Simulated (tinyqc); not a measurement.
UKS/PBE0 in the 6-31g basis, for H3, spin multiplicity 2, step by step. One step of it, computed by the program tinyqc.

Task: Iteration 2: building the Kohn-Sham matrix. J_ij = sum D_kl (ij|kl) with D = D(alpha) + D(beta), K_ij = sum D_kl (ik|jl) for each spin; F = H + J - 0.25 K(s) + V_xc; E = tr D H + tr D J / 2 - 0.125 sum_s tr D(s) K(s) + E_xc + E_nn.

D(alpha) after iteration 1, lower triangle:
```
           1H 1s      1H 2s      2H 1s      2H 2s      3H 1s     3H 2s
1H 1s   0.649705
1H 2s  -1.653152   5.453618
2H 1s  -0.337993   1.240766   0.689979
2H 2s   1.049715  -3.245151  -1.107718   2.851623
3H 1s  -0.337874   1.240534  -0.105976  -0.334836   0.690090
3H 2s   1.049559  -3.244810  -0.334866   1.068768  -1.107638  2.851304
```

D(beta) after iteration 1, lower triangle:
```
           1H 1s      1H 2s      2H 1s      2H 2s      3H 1s     3H 2s
1H 1s   0.654153
1H 2s  -1.645129   5.465088
2H 1s  -0.342136   1.238524   0.286607
2H 2s   1.049100  -3.245761  -0.721657   1.960343
3H 1s  -0.342124   1.238286   0.286541  -0.721543   0.286476
3H 2s   1.048916  -3.245452  -0.721605   1.960118  -0.721490  1.959894
```

core Hamiltonian H = T + V (hartree), lower triangle:
```
           1H 1s      1H 2s      2H 1s      2H 2s      3H 1s      3H 2s
1H 1s  -1.539862
1H 2s  -1.296196  -1.415358
2H 1s  -0.862844  -0.891347  -1.222379
2H 2s  -0.978383  -1.152606  -1.102436  -1.226571
3H 1s  -0.862744  -0.891297  -0.122778  -0.405981  -1.222336
3H 2s  -0.978339  -1.152575  -0.405989  -0.712966  -1.102413  -1.226556
```

Two-electron integrals (ij|kl) in chemists' order, unique and non-zero (hartree):
```
(11|11) 1.076566   (21|11) 0.578470   (21|21) 0.329423   (22|11) 0.587396
(22|21) 0.361304   (22|22) 0.453150   (31|11) 0.337733   (31|21) 0.193499
(31|22) 0.213206   (31|31) 0.143609   (32|11) 0.312826   (32|21) 0.191123
(32|22) 0.233722   (32|31) 0.149344   (32|32) 0.174738   (33|11) 0.614701
(33|21) 0.383817   (33|22) 0.481625   (33|31) 0.337733   (33|32) 0.414973
(33|33) 1.076566   (41|11) 0.414973   (41|21) 0.237305   (41|22) 0.261994
(41|31) 0.149344   (41|32) 0.150885   (41|33) 0.312826   (41|41) 0.174738
(42|11) 0.459446   (42|21) 0.284461   (42|22) 0.362069   (42|31) 0.184967
(42|32) 0.213262   (42|33) 0.459446   (42|41) 0.213262   (42|42) 0.308232
(43|11) 0.383817   (43|21) 0.239012   (43|22) 0.303187   (43|31) 0.193499
(43|32) 0.237305   (43|33) 0.578470   (43|41) 0.191123   (43|42) 0.284461
(43|43) 0.329423   (44|11) 0.481625   (44|21) 0.303187   (44|22) 0.401096
(44|31) 0.213206   (44|32) 0.261994   (44|33) 0.587396   (44|41) 0.233722
(44|42) 0.362069   (44|43) 0.361304   (44|44) 0.453150   (51|11) 0.337683
(51|21) 0.193471   (51|22) 0.213177   (51|31) 0.093076   (51|32) 0.089050
(51|33) 0.167941   (51|41) 0.130468   (51|42) 0.152904   (51|43) 0.109059
(51|44) 0.152234   (51|51) 0.143572   (52|11) 0.312801   (52|21) 0.191109
(52|22) 0.233708   (52|31) 0.089055   (52|32) 0.089923   (52|33) 0.170951
(52|41) 0.127494   (52|42) 0.163169   (52|43) 0.111786   (52|44) 0.162058
(52|51) 0.149317   (52|52) 0.174722   (53|11) 0.031921   (53|21) 0.017833
(53|22) 0.018879   (53|31) 0.010517   (53|32) 0.010108   (53|33) 0.020253
(53|41) 0.012831   (53|42) 0.014822   (53|43) 0.012532   (53|44) 0.015674
(53|51) 0.010516   (53|52) 0.010107   (53|53) 0.000977   (54|11) 0.134891
(54|21) 0.080836   (54|22) 0.095539   (54|31) 0.039073   (54|32) 0.038966
(54|33) 0.074333   (54|41) 0.054632   (54|42) 0.068227   (54|43) 0.048303
(54|44) 0.068424   (54|51) 0.059985   (54|52) 0.067018   (54|53) 0.004309
(54|54) 0.026318   (55|11) 0.614666   (55|21) 0.383799   (55|22) 0.481613
(55|31) 0.167958   (55|32) 0.170958   (55|33) 0.323580   (55|41) 0.249772
(55|42) 0.324360   (55|43) 0.212762   (55|44) 0.316091   (55|51) 0.337683
(55|52) 0.414954   (55|53) 0.020253   (55|54) 0.153856   (55|55) 1.076566
(61|11) 0.414954   (61|21) 0.237293   (61|22) 0.261982   (61|31) 0.130481
(61|32) 0.127497   (61|33) 0.249771   (61|41) 0.167375   (61|42) 0.199839
(61|43) 0.158174   (61|44) 0.208048   (61|51) 0.149317   (61|52) 0.150868
(61|53) 0.012830   (61|54) 0.062715   (61|55) 0.312801   (61|61) 0.174722
(62|11) 0.459430   (62|21) 0.284451   (62|22) 0.362057   (62|31) 0.152919
(62|32) 0.163173   (62|33) 0.324356   (62|41) 0.199842   (62|42) 0.272855
(62|43) 0.208128   (62|44) 0.288928   (62|51) 0.184938   (62|52) 0.213246
(62|53) 0.014822   (62|54) 0.084442   (62|55) 0.459430   (62|61) 0.213246
(62|62) 0.308215   (63|11) 0.134896   (63|21) 0.080839   (63|22) 0.095541
(63|31) 0.059993   (63|32) 0.067021   (63|33) 0.153856   (63|41) 0.062719
(63|42) 0.084445   (63|43) 0.089050   (63|44) 0.100230   (63|51) 0.039069
(63|52) 0.038965   (63|53) 0.004309   (63|54) 0.016882   (63|55) 0.074333
(63|61) 0.054631   (63|62) 0.068226   (63|63) 0.026318   (64|11) 0.271945
(64|21) 0.167277   (64|22) 0.209817   (64|31) 0.098733   (64|32) 0.108249
(64|33) 0.223085   (64|41) 0.121309   (64|42) 0.167671   (64|43) 0.140431
(64|44) 0.185770   (64|51) 0.098721   (64|52) 0.108244   (64|53) 0.008745
(64|54) 0.044254   (64|55) 0.223085   (64|61) 0.121304   (64|62) 0.167667
(64|63) 0.044254   (64|64) 0.097180   (65|11) 0.383799   (65|21) 0.239003
(65|22) 0.303180   (65|31) 0.109070   (65|32) 0.111790   (65|33) 0.212762
(65|41) 0.158176   (65|42) 0.208131   (65|43) 0.139612   (65|44) 0.205788
(65|51) 0.193471   (65|52) 0.237293   (65|53) 0.012532   (65|54) 0.089050
(65|55) 0.578470   (65|61) 0.191109   (65|62) 0.284451   (65|63) 0.048303
(65|64) 0.140431   (65|65) 0.329423   (66|11) 0.481613   (66|21) 0.303180
(66|22) 0.401089   (66|31) 0.152251   (66|32) 0.162064   (66|33) 0.316091
(66|41) 0.208053   (66|42) 0.288932   (66|43) 0.205788   (66|44) 0.297986
(66|51) 0.213177   (66|52) 0.261982   (66|53) 0.015674   (66|54) 0.100230
(66|55) 0.587396   (66|61) 0.233708   (66|62) 0.362057   (66|63) 0.068424
(66|64) 0.185770   (66|65) 0.361304   (66|66) 0.453150
```

nuclear repulsion = 1.61743545 hartree

V_xc(alpha) (hartree), lower triangle:
```
           1H 1s      1H 2s      2H 1s      2H 2s      3H 1s      3H 2s
1H 1s  -0.428138
1H 2s  -0.225687  -0.234644
2H 1s  -0.154868  -0.163519  -0.427527
2H 2s  -0.164395  -0.192653  -0.219901  -0.228142
3H 1s  -0.154850  -0.163515  -0.012532  -0.063884  -0.427541
3H 2s  -0.164387  -0.192646  -0.063884  -0.108631  -0.219910  -0.228142
```

V_xc(beta) (hartree), lower triangle:
```
           1H 1s      1H 2s      2H 1s      2H 2s      3H 1s      3H 2s
1H 1s  -0.423746
1H 2s  -0.218267  -0.216300
2H 1s  -0.141388  -0.141128  -0.354145
2H 2s  -0.157752  -0.174421  -0.185090  -0.199324
3H 1s  -0.141331  -0.140905  -0.012162  -0.056829  -0.353704
3H 2s  -0.157712  -0.174332  -0.056886  -0.100126  -0.184695  -0.199175
```

E_xc = sum of w rho eps_xc = -0.77748068 hartree

Give: Coulomb J; exchange K(alpha); exchange K(beta); F(alpha); F(beta); total energy of this density.

Result:

Coulomb J (hartree), lower triangle:
```
        1H 1s   1H 2s   2H 1s   2H 2s   3H 1s   3H 2s
1H 1s  1.8558
1H 2s  1.0984  1.3234
2H 1s  0.6782  0.7398  1.6288
2H 2s  0.7980  1.0676  0.9756  1.2129
3H 1s  0.6781  0.7398  0.0584  0.2974  1.6287
3H 2s  0.7980  1.0676  0.2975  0.6129  0.9755  1.2128
```

exchange K(alpha) (hartree), lower triangle:
```
        1H 1s   1H 2s   2H 1s   2H 2s   3H 1s   3H 2s
1H 1s  0.4455
1H 2s  0.3066  0.2867
2H 1s  0.2125  0.2276  0.4704
2H 2s  0.2398  0.2351  0.2794  0.2690
3H 1s  0.2125  0.2276  0.0162  0.0944  0.4705
3H 2s  0.2398  0.2351  0.0944  0.1283  0.2794  0.2690
```

exchange K(beta) (hartree), lower triangle:
```
        1H 1s   1H 2s   2H 1s   2H 2s   3H 1s   3H 2s
1H 1s  0.4272
1H 2s  0.2810  0.2357
2H 1s  0.1703  0.1646  0.2142
2H 2s  0.2165  0.1843  0.1509  0.1587
3H 1s  0.1702  0.1645  0.0800  0.1057  0.2139
3H 2s  0.2164  0.1843  0.1057  0.1343  0.1507  0.1586
```

F(alpha) (hartree), lower triangle:
```
         1H 1s    1H 2s    2H 1s    2H 2s    3H 1s    3H 2s
1H 1s  -0.2235
1H 2s  -0.5001  -0.3983
2H 1s  -0.3926  -0.3719  -0.1387
2H 2s  -0.4047  -0.3364  -0.4166  -0.3091
3H 1s  -0.3926  -0.3720  -0.0809  -0.1960  -0.1388
3H 2s  -0.4047  -0.3364  -0.1960  -0.2408  -0.4166  -0.3091
```

F(beta) (hartree), lower triangle:
```
         1H 1s    1H 2s    2H 1s    2H 2s    3H 1s    3H 2s
1H 1s  -0.2146
1H 2s  -0.4863  -0.3672
2H 1s  -0.3686  -0.3338  -0.0013
2H 2s  -0.3922  -0.3055  -0.3496  -0.2527
3H 1s  -0.3685  -0.3336  -0.0965  -0.1918  -0.0008
3H 2s  -0.3922  -0.3054  -0.1918  -0.2338  -0.3492  -0.2525
```

total energy of this density = 0.389818 hartree

This density is a damped mixture and is not idempotent.
